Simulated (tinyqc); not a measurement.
Worked calculation (part 1 of 2): coupled-perturbed Hartree-Fock on RHF in the sto-3g basis, for BeH2, spin multiplicity 1. Computed by tinyqc, a small Python program that keeps every step (integrals from PySCF). Settings: charge = 0, multiplicity = 1, basis = sto-3g, method = RHF, energy threshold = 1e-10, iteration cap = 71, orthogonalisation = canonical, start = Wolfsberg-Helmholz matrix, DIIS depth = 6. Command: `OMP_NUM_THREADS=1 python tinyqc.py 28861 28862 out.jsonl` (the two numbers bound the seeds that draw the settings). One thread of a shared host (Intel(R) Xeon(R) Processor @ 2.60GHz), about 0.1 s of CPU time with the checks. The early iterations of the SCF are left out here.

## One-electron integrals

Geometry (angstrom):
```
atom         x          y         z
Be    0.000000   0.000000  0.000000
H     0.000000   1.505000  0.049000
H     0.000000  -1.497000  0.049000
```

Basis sto-3g: exponents (1/bohr^2) and contraction coefficients of normalised primitives:
```
element  l (shell)   exponent  coefficient
Be           s (1)  30.167871     0.154329
Be           s (1)   5.495115     0.535328
Be           s (1)   1.487193     0.444635
Be           s (2)   1.314833    -0.099967
Be           s (2)   0.305539     0.399513
Be           s (2)   0.099371     0.700115
Be           p (3)   1.314833     0.155916
Be           p (3)   0.305539     0.607684
Be           p (3)   0.099371     0.391957
H            s (1)   3.425251     0.154329
H            s (1)   0.623914     0.535328
H            s (1)   0.168855     0.444635
```

Overlap, kinetic and nuclear-attraction integrals over the contracted functions; the nuclear repulsion is the sum of Za Zb / Rab.

nuclear repulsion = 2.99519141 hartree

overlap S, lower triangle:
```
           1Be 1s    1Be 2s   1Be 2px    1Be 2py   1Be 2pz     2H 1s     3H 1s
1Be 1s   1.000000
1Be 2s   0.259517  1.000000
1Be 2px  0.000000  0.000000  1.000000
1Be 2py  0.000000  0.000000  0.000000   1.000000
1Be 2pz  0.000000  0.000000  0.000000   0.000000  1.000000
2H 1s    0.048262  0.394752  0.000000   0.474872  0.015461  1.000000
3H 1s    0.049115  0.397799  0.000000  -0.477464  0.015628  0.018186  1.000000
```

kinetic energy T (hartree), lower triangle:
```
            1Be 1s    1Be 2s   1Be 2px    1Be 2py   1Be 2pz      2H 1s     3H 1s
1Be 1s    6.693975
1Be 2s   -0.033012  0.211111
1Be 2px   0.000000  0.000000  0.660592
1Be 2py   0.000000  0.000000  0.000000   0.660592
1Be 2pz   0.000000  0.000000  0.000000   0.000000  0.660592
2H 1s    -0.013162  0.046009  0.000000   0.142041  0.004625   0.760032
3H 1s    -0.013347  0.047000  0.000000  -0.144338  0.004724  -0.006618  0.760032
```

nuclear attraction V (hartree), lower triangle:
```
             1Be 1s     1Be 2s    1Be 2px    1Be 2py    1Be 2pz      2H 1s      3H 1s
1Be 1s   -15.265821
1Be 2s    -2.082135  -2.989034
1Be 2px    0.000000   0.000000  -2.904997
1Be 2py    0.000152   0.000897   0.000000  -3.101665
1Be 2pz   -0.000935  -0.008450   0.000000   0.000045  -2.905207
2H 1s     -0.385444  -1.098952   0.000000  -1.289059  -0.042729  -2.803044
3H 1s     -0.392315  -1.110204   0.000000   1.299693  -0.043307  -0.060282  -2.810323
```

core Hamiltonian H = T + V (hartree), lower triangle:
```
            1Be 1s     1Be 2s    1Be 2px    1Be 2py    1Be 2pz      2H 1s      3H 1s
1Be 1s   -8.571846
1Be 2s   -2.115147  -2.777923
1Be 2px   0.000000   0.000000  -2.244406
1Be 2py   0.000152   0.000897   0.000000  -2.441073
1Be 2pz  -0.000935  -0.008450   0.000000   0.000045  -2.244615
2H 1s    -0.398607  -1.052943   0.000000  -1.147018  -0.038104  -2.043012
3H 1s    -0.405662  -1.063204   0.000000   1.155354  -0.038583  -0.066901  -2.050291
```

## Two-electron integrals

Functions are numbered as in S; the eight-fold symmetry (ij|kl) = (ji|kl) = (kl|ij) leaves the list below.

Two-electron integrals (ij|kl) in chemists' order, unique and non-zero (hartree):
```
(11|11) 2.298831    (21|11) 0.392036    (21|21) 0.079539    (22|11) 0.570988
(22|21) 0.143041    (22|22) 0.417683    (31|31) 0.014607    (32|31) 0.021888
(32|32) 0.092265    (33|11) 0.569578    (33|21) 0.143083    (33|22) 0.417589
(33|33) 0.449859    (41|41) 0.014607    (42|41) 0.021888    (42|42) 0.092265
(43|43) 0.024249    (44|11) 0.569578    (44|21) 0.143083    (44|22) 0.417589
(44|33) 0.401360    (44|44) 0.449859    (51|51) 0.014607    (52|51) 0.021888
(52|52) 0.092265    (53|53) 0.024249    (54|54) 0.024249    (55|11) 0.569578
(55|21) 0.143083    (55|22) 0.417589    (55|33) 0.401360    (55|44) 0.401360
(55|55) 0.449859    (61|11) 0.071990    (61|21) 0.014598    (61|22) 0.026480
(61|33) 0.026295    (61|41) 0.001287    (61|42) 0.002433    (61|44) 0.026863
(61|51) 0.000042    (61|52) 0.000079    (61|54) 0.000018    (61|55) 0.026296
(61|61) 0.002809    (62|11) 0.181947    (62|21) 0.046287    (62|22) 0.148197
(62|33) 0.142491    (62|41) 0.006044    (62|42) 0.037733    (62|44) 0.159458
(62|51) 0.000197    (62|52) 0.001229    (62|54) 0.000552    (62|55) 0.142509
(62|61) 0.009399    (62|62) 0.079646    (63|31) 0.004154    (63|32) 0.019677
(63|43) 0.006457    (63|53) 0.000210    (63|63) 0.007118    (64|11) 0.197857
(64|21) 0.050932    (64|22) 0.170924    (64|33) 0.160803    (64|41) 0.009777
(64|42) 0.058565    (64|44) 0.190976    (64|51) 0.000183    (64|52) 0.001266
(64|54) 0.000772    (64|55) 0.160821    (64|61) 0.010784    (64|62) 0.104271
(64|64) 0.140626    (65|11) 0.006442    (65|21) 0.001658    (65|22) 0.005565
(65|33) 0.005235    (65|41) 0.000183    (65|42) 0.001266    (65|44) 0.005797
(65|51) 0.004160    (65|52) 0.019718    (65|54) 0.006475    (65|55) 0.005656
(65|61) 0.000351    (65|62) 0.003395    (65|64) 0.004347    (65|65) 0.007259
(66|11) 0.349765    (66|21) 0.090549    (66|22) 0.325454    (66|33) 0.302006
(66|41) 0.013565    (66|42) 0.110365    (66|44) 0.372005    (66|51) 0.000442
(66|52) 0.003593    (66|54) 0.002279    (66|55) 0.302080    (66|61) 0.018817
(66|62) 0.224140    (66|64) 0.310971    (66|65) 0.010125    (66|66) 0.774606
(71|11) 0.073266    (71|21) 0.014857    (71|22) 0.026949    (71|33) 0.026760
(71|41) -0.001311   (71|42) -0.002477   (71|44) 0.027340    (71|51) 0.000043
(71|52) 0.000081    (71|54) -0.000019   (71|55) 0.026760    (71|61) 0.002612
(71|62) 0.008074    (71|64) 0.008583    (71|65) 0.000304    (71|66) 0.015638
(71|71) 0.002910    (72|11) 0.183930    (72|21) 0.046785    (72|22) 0.149633
(72|33) 0.143885    (72|41) -0.006112   (72|42) -0.038045   (72|44) 0.160975
(72|51) 0.000200    (72|52) 0.001245    (72|54) -0.000559   (72|55) 0.143904
(72|61) 0.008019    (72|62) 0.040843    (72|64) 0.043255    (72|65) 0.001721
(72|66) 0.084487    (72|71) 0.009669    (72|72) 0.080956    (73|31) 0.004214
(73|32) 0.019925    (73|43) -0.006523   (73|53) 0.000214    (73|63) 0.002852
(73|73) 0.007269    (74|11) -0.199560   (74|21) -0.051366   (74|22) -0.172214
(74|33) -0.162014   (74|41) 0.009894    (74|42) 0.059071    (74|44) -0.192421
(74|51) -0.000186   (74|52) -0.001281   (74|54) 0.000782    (74|55) -0.162033
(74|61) -0.008502   (74|62) -0.043127   (74|64) -0.044301   (74|65) -0.001791
(74|66) -0.088619   (74|71) -0.011073   (74|72) -0.105798   (74|74) 0.142489
(75|11) 0.006532    (75|21) 0.001681    (75|22) 0.005637    (75|33) 0.005303
(75|41) -0.000186   (75|42) -0.001281   (75|44) 0.005871    (75|51) 0.004220
(75|52) 0.019967    (75|54) -0.006541   (75|55) 0.005731    (75|61) 0.000303
(75|62) 0.001726    (75|64) 0.001801    (75|65) 0.002923    (75|66) 0.003643
(75|71) 0.000362    (75|72) 0.003463    (75|74) -0.004426   (75|75) 0.007414
(76|11) 0.011299    (76|21) 0.002797    (76|22) 0.007924    (76|33) 0.007810
(76|41) 1.02e-06    (76|42) 0.000007    (76|44) 0.008146    (76|51) 0.000025
(76|52) 0.000120    (76|54) 1.20e-07    (76|55) 0.007813    (76|61) 0.000520
(76|62) 0.002890    (76|64) 0.003382    (76|65) 0.000135    (76|66) 0.006513
(76|71) 0.000529    (76|72) 0.002910    (76|74) -0.003396   (76|75) 0.000136
(76|76) 0.000153    (77|11) 0.351575    (77|21) 0.091010    (77|22) 0.326682
(77|33) 0.303120    (77|41) -0.013692   (77|42) -0.110898   (77|44) 0.373460
(77|51) 0.000448    (77|52) 0.003630    (77|54) -0.002302   (77|55) 0.303196
(77|61) 0.015439    (77|62) 0.083938    (77|64) 0.088290    (77|65) 0.003610
(77|66) 0.176265    (77|71) 0.019256    (77|72) 0.226150    (77|74) -0.313301
(77|75) 0.010255    (77|76) 0.006513    (77|77) 0.774606
```

## Orthogonalisation

S = U s U^T; canonical form X = U s^(-1/2), so that X^T S X = 1. Each column of U has its largest component positive (the first on a tie).

eigenvalues of S: 0.317406  0.413677  0.949249  1.000000  1.001673  1.653254  1.664740

X:
```
                 1          2          3         4          5         6          7
1Be 1s    0.006016  -0.380648   0.916975  0.000000  -0.161705  0.260306  -0.046918
1Be 2s   -0.024721   1.125670  -0.068300  0.000000  -0.020894  0.524983  -0.095263
1Be 2px   0.000000   0.000000   0.000000  1.000000   0.000000  0.000000   0.000000
1Be 2py   1.246364   0.020974   0.000692  0.000000  -0.000033  0.099244   0.542790
1Be 2pz  -0.000943   0.037546   0.181255  0.000000   0.982927  0.016532  -0.003046
2H 1s    -0.877410  -0.723017  -0.296731  0.000000   0.053050  0.416766   0.315620
3H 1s     0.909185  -0.693336  -0.295047  0.000000   0.052762  0.278720  -0.441783
```

## Starting guess

The start is the generalised Wolfsberg-Helmholz matrix (K = 1.75) built on H; D = 2 C_occ C_occ^T.

D at the start, lower triangle:
```
            1Be 1s    1Be 2s   1Be 2px    1Be 2py   1Be 2pz     2H 1s     3H 1s
1Be 1s    2.042640
1Be 2s   -0.158018  0.747057
1Be 2px   0.000000  0.000000  0.000000
1Be 2py  -0.000533  0.002843  0.000000   0.788326
1Be 2pz  -0.009791  0.026645  0.000000   0.000083  0.000959
2H 1s    -0.204658  0.463522  0.000000   0.413360  0.016743  0.508163
3H 1s    -0.204960  0.462668  0.000000  -0.412728  0.016733  0.076338  0.510179
```

## Iteration 7 (converged): orbitals

converged F (hartree), lower triangle:
```
            1Be 1s     1Be 2s   1Be 2px    1Be 2py    1Be 2pz      2H 1s      3H 1s
1Be 1s   -4.525833
1Be 2s   -1.289027  -0.603934
1Be 2px   0.000000   0.000000  0.213877
1Be 2py   0.000010   0.001100  0.000000  -0.170476
1Be 2pz   0.000759  -0.006072  0.000000   0.000083   0.213615
2H 1s    -0.247619  -0.357535  0.000000  -0.311230  -0.007918  -0.251372
3H 1s    -0.251951  -0.360215  0.000000   0.312455  -0.008014  -0.022211  -0.254053
```

Diagonalise F' = X^T F X, C = X C', fill 3 alpha and 3 beta electrons from the bottom; D = 2 C_occ C_occ^T. Each column has its largest component positive (the first on a tie).

F' = X^T F X (hartree), lower triangle:
```
           1          2          3         4          5          6          7
1   0.756255
2   0.005815   0.283736
3  -0.007232   0.621750  -3.443809
4   0.000000   0.000000   0.000000  0.213877
5   0.001198  -0.107952   0.682942  0.000000   0.086012
6   0.006144   0.250923  -1.592563  0.000000   0.304982  -1.256382
7   0.049161  -0.044593   0.288895  0.000000  -0.055318   0.158953  -0.414163
```

orbital energies (hartree): MO1 -4.529214, MO2 -0.428340, MO3 -0.387287, MO4 0.213266, MO5 0.213877, MO6 0.384758, MO7 0.758467

coefficients C:
```
               MO1        MO2        MO3        MO4       MO5        MO6        MO7
1Be 1s    0.991821  -0.214623  -0.003920   0.017820  0.000000  -0.227540   0.001368
1Be 2s    0.031424   0.594082   0.012018  -0.076410  0.000000   1.094309  -0.010524
1Be 2px   0.000000   0.000000   0.000000   0.000000  1.000000   0.000000   0.000000
1Be 2py  -0.000014  -0.009418   0.497304  -0.000031  0.000000   0.005592   1.269214
1Be 2pz  -0.000021   0.007472   0.000087   0.996926  0.000000   0.082307  -0.000559
2H 1s    -0.003719   0.384323   0.431001   0.036665  0.000000  -0.753011  -0.868864
3H 1s    -0.003706   0.400372  -0.415240   0.036482  0.000000  -0.745815   0.883016
```

D after iteration 7, lower triangle:
```
            1Be 1s    1Be 2s   1Be 2px    1Be 2py   1Be 2pz      2H 1s     3H 1s
1Be 1s    2.059575
1Be 2s   -0.192767  0.708131
1Be 2px   0.000000  0.000000  0.000000
1Be 2py   0.000116  0.000763  0.000000   0.494800
1Be 2pz  -0.003249  0.008879  0.000000  -0.000054  0.000112
2H 1s    -0.175725  0.466765  0.000000   0.421438  0.005819   0.666961
3H 1s    -0.175953  0.465495  0.000000  -0.420542  0.005911  -0.050166  0.665473
```

## Convergence

Stop when the energy changes by less than 1e-10 hartree and every element of the error matrix X^T (F D S - S D F) X is below 3e-06.

Course of the cycle:
```
iteration   E (hartree)     change  largest element of the error matrix
1          -15.50533771          -                             2.03e-01
2          -15.53107065  -2.57e-02                             2.51e-02
3          -15.53161817  -5.48e-04                             2.99e-03
4          -15.53163533  -1.72e-05                             1.68e-04
5          -15.53163540  -7.03e-08                             3.25e-05
6          -15.53163540  -2.19e-09                             4.85e-07
7          -15.53163540  -3.38e-13                             2.33e-07
```

PySCF RHF in the same basis = -15.53163540 hartree

Converged in 7 iterations.

## Populations, bond orders and dipole

Mulliken: Z minus the diagonal of D S on the atom; Loewdin: the same with S^(1/2) D S^(1/2); Mayer order: 2 sum_s sum (D(s) S)_ij (D(s) S)_ji over the two atoms.

Charges (e):
```
atom   Mulliken    Loewdin
1Be    0.084022   0.070913
2H    -0.042043  -0.035529
3H    -0.041978  -0.035384
```

Mayer bond orders:
```
pair     order
2-1   0.994355
3-1   0.994361
3-2   0.003877
```

dipole moment about the origin, x y z (debye): 0.000000  -0.002733  -0.148141

## Integrals over molecular orbitals

(pq|rs) = sum C_ip C_jq C_kr C_ls (ij|kl), one index at a time.

one-electron integrals over orbitals h = C^T H C (hartree), lower triangle:
```
           1          2          3          4          5          6          7
1  -8.560439
2   0.211831  -2.339296
3   0.003934   0.001229  -2.282250
4  -0.018155   0.007762   0.000283  -2.243233
5   0.000000   0.000000   0.000000   0.000000  -2.244406
6   0.202080  -0.226806  -0.007480  -0.019632   0.000000  -1.901874
7  -0.000999   0.006382  -0.306760   0.000065   0.000000  -0.000492  -1.850962
```

Two-electron integrals over orbitals (pq|rs), unique and non-zero (hartree):
```
(11|11) 2.271775    (21|11) -0.189257   (21|21) 0.024298    (22|11) 0.464890
(22|21) -0.005911   (22|22) 0.380694    (31|11) -0.003441   (31|21) 0.000337
(31|22) -0.000586   (31|31) 0.005263    (32|11) 0.000134    (32|21) -0.000300
(32|22) -0.006698   (32|31) 0.011712    (32|32) 0.160132    (33|11) 0.429615
(33|21) -0.002476   (33|22) 0.392456    (33|31) 0.000379    (33|32) 0.005537
(33|33) 0.416217    (41|11) 0.015247    (41|21) -0.001829   (41|22) 0.001096
(41|31) -0.000035   (41|32) 3.45e-06    (41|33) 0.000618    (41|41) 0.015827
(42|11) -0.007541   (42|21) 0.000566    (42|22) 0.003151    (42|31) 0.000009
(42|32) -0.000100   (42|33) 0.003710    (42|41) 0.014890    (42|42) 0.047864
(43|11) -0.000195   (43|21) 0.000012    (43|22) -0.000146   (43|31) -0.000047
(43|32) 0.005078    (43|33) 0.000264    (43|41) 0.000278    (43|42) 0.000628
(43|43) 0.013281    (44|11) 0.568741    (44|21) -0.007445   (44|22) 0.357252
(44|31) -0.000131   (44|32) 0.000013    (44|33) 0.340742    (44|41) -0.001994
(44|42) -0.010308   (44|43) -0.000231   (44|44) 0.450249    (51|51) 0.015754
(52|51) 0.014998    (52|52) 0.047811    (53|51) 0.000280    (53|52) 0.000629
(53|53) 0.013030    (54|51) -0.001255   (54|52) -0.003353   (54|53) -0.000067
(54|54) 0.024432    (55|11) 0.569182    (55|21) -0.007419   (55|22) 0.357486
(55|31) -0.000131   (55|32) 0.000013    (55|33) 0.340770    (55|41) 0.000500
(55|42) -0.003659   (55|43) -0.000099   (55|44) 0.401194    (55|55) 0.449859
(61|11) -0.190563   (61|21) 0.025023    (61|22) -0.006093   (61|31) 0.000512
(61|32) 0.000073    (61|33) -0.003196   (61|41) -0.000831   (61|42) 0.001473
(61|43) 0.000028    (61|44) -0.005678   (61|55) -0.005481   (61|61) 0.025959
(62|11) 0.130424    (62|21) -0.006145   (62|22) -0.017009   (62|31) -0.000043
(62|32) 0.002008    (62|33) -0.042145   (62|41) 0.001447    (62|42) -0.001633
(62|43) 3.83e-06    (62|44) 0.062842    (62|55) 0.063602    (62|61) -0.004894
(62|62) 0.081565    (63|11) 0.003750    (63|21) -0.000117   (63|22) 0.003421
(63|31) -0.000916   (63|32) -0.092279   (63|33) -0.004343   (63|41) 0.000028
(63|42) -1.30e-06   (63|43) -0.004273   (63|44) 0.001877    (63|55) 0.001895
(63|61) -0.000122   (63|62) 0.000830    (63|63) 0.085670    (64|11) 0.007083
(64|21) 0.000126    (64|22) 0.000888    (64|31) -3.61e-06   (64|32) -0.000042
(64|33) -0.001524   (64|41) 0.016028    (64|42) 0.045831    (64|43) 0.000954
(64|44) -0.001438   (64|55) 0.002839    (64|61) 0.001287    (64|62) 0.008401
(64|63) 0.000245    (64|64) 0.049090    (65|51) 0.016226    (65|52) 0.046686
(65|53) 0.000974    (65|54) -0.002172   (65|65) 0.049641    (66|11) 0.465419
(66|21) -0.006692   (66|22) 0.381750    (66|31) -0.000014   (66|32) 0.001253
(66|33) 0.392743    (66|41) 0.003102    (66|42) 0.009300    (66|43) 0.000241
(66|44) 0.355849    (66|55) 0.356753    (66|61) -0.006288   (66|62) -0.028367
(66|63) -0.001602   (66|64) 0.005905    (66|66) 0.399117    (71|11) 0.001101
(71|21) -0.000347   (71|22) -0.000709   (71|31) 0.009943    (71|32) 0.018381
(71|33) 0.000697    (71|41) 3.76e-06    (71|42) -0.000005   (71|43) -0.000202
(71|44) 0.000021    (71|55) 0.000020    (71|61) -0.000047   (71|62) 0.000106
(71|63) -0.000310   (71|64) -0.000016   (71|66) 0.000217    (71|71) 0.019022
(72|11) -0.003384   (72|21) 0.000036    (72|22) 0.001822    (72|31) 0.004314
(72|32) -0.040376   (72|33) -0.000808   (72|41) -0.000006   (72|42) 0.000204
(72|43) -0.004244   (72|44) -0.001505   (72|55) -0.001509   (72|61) 0.000142
(72|62) -0.002778   (72|63) 0.062003    (72|64) -0.000094   (72|66) 0.000147
(72|71) 0.008156    (72|72) 0.057110    (73|11) 0.147996    (73|21) -0.004264
(73|22) -0.000727   (73|31) 0.000044    (73|32) 0.000168    (73|33) -0.018211
(73|41) -0.000027   (73|42) -0.005918   (73|43) -0.000188   (73|44) 0.067460
(73|55) 0.067579    (73|61) -0.003566   (73|62) 0.076973    (73|63) 0.002759
(73|64) 0.003902    (73|66) -0.021581   (73|71) 0.000221    (73|72) -0.001287
(73|73) 0.085911    (74|11) -0.000026   (74|21) 0.000018    (74|22) 0.000380
(74|31) -0.000901   (74|32) -0.009853   (74|33) -0.000377   (74|41) -0.000109
(74|42) -0.000571   (74|43) 0.013080    (74|44) 0.000032    (74|55) -9.44e-07
(74|61) -0.000018   (74|62) -0.000149   (74|63) 0.006170    (74|64) -0.000217
(74|66) -0.000139   (74|71) -0.001541   (74|72) 0.001819    (74|73) -0.000020
(74|74) 0.017513    (75|51) -0.000111   (75|52) -0.000581   (75|53) 0.013397
(75|54) 0.000017    (75|65) -0.000226   (75|75) 0.016868    (76|11) 0.000224
(76|21) -0.000211   (76|22) -0.005468   (76|31) 0.010083    (76|32) 0.140143
(76|33) 0.005458    (76|41) -0.000018   (76|42) -0.000146   (76|43) 0.005650
(76|44) -0.000063   (76|55) -0.000072   (76|61) 0.000099    (76|62) 0.001535
(76|63) -0.091932   (76|64) -0.000116   (76|66) 0.001544    (76|71) 0.016262
(76|72) -0.049443   (76|73) -0.000163   (76|74) -0.008531   (76|76) 0.137015
(77|11) 0.554168    (77|21) -0.007887   (77|22) 0.407411    (77|31) -0.000248
(77|32) -0.002160   (77|33) 0.424157    (77|41) 0.000460    (77|42) 0.000804
(77|43) -0.000064   (77|44) 0.381246    (77|55) 0.381078    (77|61) -0.007884
(77|62) -0.023212   (77|63) 0.000911    (77|64) -0.002131   (77|66) 0.416795
(77|71) -0.000107   (77|72) 0.001024    (77|73) 0.000145    (77|74) 0.000110
(77|76) -0.001497   (77|77) 0.462956
```

## Response to a field: uncoupled start

dipole integrals <a|y|i> (bohr):
```
           i1         i2         i3
a4  -0.000014  -0.000678   0.057556
a5   0.000000   0.000000   0.000000
a6   0.000920   0.017793  -1.289571
a7   0.136325  -0.669514  -0.007274
```

Field along y; U_ai = -mu_ai / (e_a - e_i), alpha = -4 sum U_ai mu_ai.

uncoupled U:
```
           i1         i2         i3
a4   0.000003   0.001056  -0.095839
a5   0.000000   0.000000   0.000000
a6  -0.000187  -0.021884   1.670332
a7  -0.025782   0.564130   0.006349
```

uncoupled polarisability = 10.164686 bohr^3

## Coupled step 1

U_ai = -(mu_ai + sum_bj [4 (ai|bj) - (ab|ij) - (aj|bi)] U_bj) / (e_a - e_i); alpha = -4 sum U_ai mu_ai.

U after step 1:
```
           i1         i2         i3
a4   0.000002   0.001296  -0.111304
a5   0.000000   0.000000   0.000000
a6  -0.000165  -0.026921   1.939769
a7  -0.029204   0.633424   0.006026
```

polarisability = 11.745869 bohr^3
